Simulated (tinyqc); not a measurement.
## The bottom gap that matches the currents

Question. Photon flux above E from a black body at temperature T into a hemisphere: Phi(E, T) = A sum_k exp(-k E/th)[E^2 th/k + 2 E th^2/k^2 + 2 th^3/k^3], k = 1, 2, ..., with th = kB T/q in eV and A = 2 pi q^3/(h^3 c^2). In a two-junction cell the top cell (gap E1) absorbs every photon above E1 and the bottom cell (gap E2) every photon between E2 and E1, one electron each; the sun fills the share fs X of the hemisphere. The currents match when Phi(E2, Ts) = 2 Phi(E1, Ts). Find E2 and the matched current q fs X Phi(E1, Ts).

Parameters, values chosen for the exercise:
- Ts = 6000 K (temperature of the black-body sun)
- fs = 2.16e-5 (share of the hemisphere filled by the sun)
- X = 1 (concentration)

Constants: q = 1.602176634e-19 C, kB = 1.380649e-23 J/K, h = 6.62607015e-34 J s, c = 299792458 m/s. Results are converted to the units shown.

E1 = 1.5128683 eV

Solution. Phi falls steadily with energy, so the condition has one root below E1.

E2 = 0.730 eV
matched current = 42.4 mA/cm^2

tinyqc, about 0.01 s, one thread, Intel Xeon 2.30GHz (shared host): `OMP_NUM_THREADS=1 python tinyqc.py 2820035 2820036 out.jsonl`
